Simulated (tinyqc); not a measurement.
Static screening by free carriers: one step. Fermi and screening wave vectors. Four cases, with inputs chosen for the exercise.

Task: Also the effective Bohr radius aB = a0 eps/m and rs = (3/(4 pi n))^(1/3)/aB.

kF = (3 pi^2 n/Mv)^(1/3), EF = c kF^2/m with c = hbar^2/2m0, n in 1/angstrom^3 (1e-24 per 1/cm^3), e2 = e^2/(4 pi eps0). Thomas-Fermi: qTF^2 = 6 pi e2 n/(eps EF). Debye: qD^2 = 4 pi e2 n/(eps kB T).

Constants: hbar^2/2m0 = 3.80998211 eV angstrom^2; e^2/(4 pi eps0) = 14.39964547 eV angstrom; kB = 8.617333262e-05 eV/K; a0 (Bohr radius) = 0.5291772105 angstrom.

Case 1.

Values chosen (a free-electron density near that of Au; the results hold for these values, not for the real material): n = 5.86e+22 1/cm^3 (carrier density); m = 1 m0 (mass of one isotropic valley); Mv = 1 (valleys); eps = 1 (background dielectric constant); T = 300 K.

Case 2.

Values chosen (near those of Si; the results hold for these values, not for the real material): n = 5.6e+16 1/cm^3 (carrier density); m = 0.3157 m0 (mass of one isotropic valley); Mv = 6 (valleys); eps = 11.9 (background dielectric constant); T = 77 K.

Case 3.

Values chosen (a free-electron density near that of Ag; the results hold for these values, not for the real material): n = 6e+22 1/cm^3 (carrier density); m = 1 m0 (mass of one isotropic valley); Mv = 1 (valleys); eps = 1 (background dielectric constant); T = 300 K.

Case 4.

Values chosen (near those of Ge; the results hold for these values, not for the real material): n = 1.2e+19 1/cm^3 (carrier density); m = 0.2192 m0 (mass of one isotropic valley); Mv = 4 (valleys); eps = 16.1 (background dielectric constant); T = 77 K.

Give: kF; EF at 0 K; EF/kT; qTF; qD; aB; rs.

Result:

Case 1.

kF = 1.2016 1/angstrom
EF at 0 K = 5501 meV
EF/kT = 213
qTF = 1.7004 1/angstrom
qD = 20.253 1/angstrom
aB = 0.5292 angstrom
rs = 3.02

The gas is degenerate, so the Thomas-Fermi value applies. With rs above 1 exchange and correlation, left out here, are not small.

Case 2.

kF = 0.0065136 1/angstrom
EF at 0 K = 0.5120 meV
EF/kT = 0.0772
qTF = 0.049946 1/angstrom
qD = 0.011328 1/angstrom
aB = 19.95 angstrom
rs = 8.13

The gas is not degenerate, so the Debye value applies.

Case 3.

kF = 1.2111 1/angstrom
EF at 0 K = 5589 meV
EF/kT = 216
qTF = 1.7071 1/angstrom
qD = 20.493 1/angstrom
aB = 0.5292 angstrom
rs = 2.99

The gas is degenerate, so the Thomas-Fermi value applies. With rs above 1 exchange and correlation, left out here, are not small.

Case 4.

kF = 0.044618 1/angstrom
EF at 0 K = 34.60 meV
EF/kT = 5.21
qTF = 0.076463 1/angstrom
qD = 0.14257 1/angstrom
aB = 38.87 angstrom
rs = 0.697

The gas is degenerate, so the Thomas-Fermi value applies.

Computed by tinyqc, one run a case: `OMP_NUM_THREADS=1 python tinyqc.py N N+1 out.jsonl` with N = 1681019, 1681075, 1681078, 1681151; one thread of a shared Intel(R) Xeon(R) Processor @ 2.30GHz, about 0.01 s a run at most.
